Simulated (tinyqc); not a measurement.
Two coupled magnetic layers: synthetic antiferromagnet, spin flop, exchange bias and magnetoresistance. Changing the field over the saturation field. Computed by tinyqc, a small Python program. Command: `OMP_NUM_THREADS=1 python tinyqc.py 3007120 3007121 out.jsonl saf sweep`. One thread of a shared host (Intel(R) Xeon(R) Processor @ 2.30GHz), about 0.8 s of CPU time with the checks.

Moments lie in the plane at the angles p1, p2 from the field. Energy per area: E = J1 cos(p1 - p2) + J2 cos^2(p1 - p2) - B M_s (t1 cos p1 + t2 cos p2) + K (t1 cos^2 p1 + t2 cos^2 p2).

Inputs (values chosen for the exercise, for a model stack): saturation magnetisation M_s = 1040 kA/m; thickness t1 = 3.6 nm; thickness t2 = 3.6 nm; antiferromagnetic coupling J1 = 0.85 mJ/m^2; biquadratic coupling J2 = 0 mJ/m^2; in-plane anisotropy K = 4 kJ/m^3; spin polarisation P1 = 0.47; spin polarisation P2 = 0.51; resistance-area product, parallel = 6.4 ohm micrometre^2.

Field direction: along the hard axis.

Method:
- The parallel state is stable while the Hessian at p1 = p2 = 0 is positive: with c = J1 + 2 J2 and u = B M_s - 2K, (u t1 - c)(u t2 - c) > c^2, so B_sat M_s = c (1/t1 + 1/t2) + 2K. B_K = 2K/M_s.
- The lowest minimum of E over both angles (from five starts; of two mirror images the one with p1 >= 0, and for equal layers |p1| <= |p2|).
- Julliere: TMR = 2 P1 P2/(1 - P1 P2). Conductance G(theta) = G0 (1 + P1 P2 cos theta), so RA(theta) = RA_P (1 + P1 P2)/(1 + P1 P2 cos theta); theta = p2 for the layer next to the barrier.

One run for each value:
```
field over the saturation field  m/m_sat along B  p1 (degrees)  p2 (degrees)  RA at this field (ohm micrometre^2)
0.05                                      0.0500         87.13        -87.13                                7.840
0.16                                      0.1600         80.79        -80.79                                7.641
0.28                                      0.2800         73.74        -73.74                                7.435
0.39                                      0.3900         67.05        -67.05                                7.256
0.51                                      0.5100         59.34        -59.34                                7.070
0.62                                      0.6200         51.68        -51.68                                6.908
0.74                                      0.7400         42.27        -42.27                                6.739
0.85                                      0.8500         31.79        -31.79                                6.591
0.97                                      0.9700         14.07        -14.07                                6.437
```

Over the rows, m/m_sat along B rises from 0.0500 to 0.970 (exponent d ln y / d ln x about 1.0 throughout); p1 (degrees) falls from 87.1 to 14.1 (exponent d ln y / d ln x -0.065 between the first rows and -6.2 between the last); p2 (degrees) rises from -87.1 to -14.1 (exponent d ln y / d ln x -0.065 between the first rows and -6.2 between the last).
